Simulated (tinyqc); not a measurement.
Domain walls in a thin film with perpendicular anisotropy: Bloch, Neel and chiral walls, motion and stripe domains: one step, computed by the program tinyqc. Command: `OMP_NUM_THREADS=1 python tinyqc.py 3009558 3009559 out.jsonl mwall walk`. One thread of a shared host (Intel(R) Xeon(R) Processor @ 2.30GHz), about 0.01 s of CPU time with the checks.

One-dimensional wall: polar angle theta(x), azimuth phi of the moment in the wall (phi = 0 Neel, 90 degrees Bloch). mu_0 = 1.25663706212e-6 T m/A, gamma = 1.76085963023e11 rad/(s T).

Problem. Velocity under current. Spin-orbit drive: B_SL = hbar theta_SH J/(2 e M_s t) acts as the field (pi/2) B_SL cos(phi). Steady state: v = (gamma Delta/alpha)(pi/2) B_SL cos(phi) = gamma Delta [B_D sin(phi) - (B_K/2) sin(2 phi)], B_K = 2 K_D/M_s, B_D = pi D/(2 M_s Delta); the root with phi between its rest value and 90 degrees; v saturates at v_D = gamma Delta B_D.

Inputs (values chosen for the exercise, for a model film):
```
quantity,value,unit
saturation magnetisation M_s,511,kA/m
DMI constant D,1.9,mJ/m^2
thickness t,1.9,nm
damping alpha,0.13,-
current density J,1.3,1e12 A/m^2
spin Hall angle theta_SH,0.29,-
```

Drive: spin-orbit torque.

K_D = 13.72063 kJ/m^3

width parameter Delta = 5.012759 nm

azimuth phi = 0 degrees

Constants: hbar = 1.054571817e-34 J s; e = 1.602176634e-19 C.

Give: B_SL; azimuth in motion; velocity; saturation velocity v_D.

Solution.

B_SL = 127.8 mT

azimuth in motion = 53.72 degrees

velocity = 806.5 m/s

saturation velocity v_D = 1028 m/s

v is 78 % of v_D: still rising with current. Caution: pinning, heating and tilting of the wall are left out.
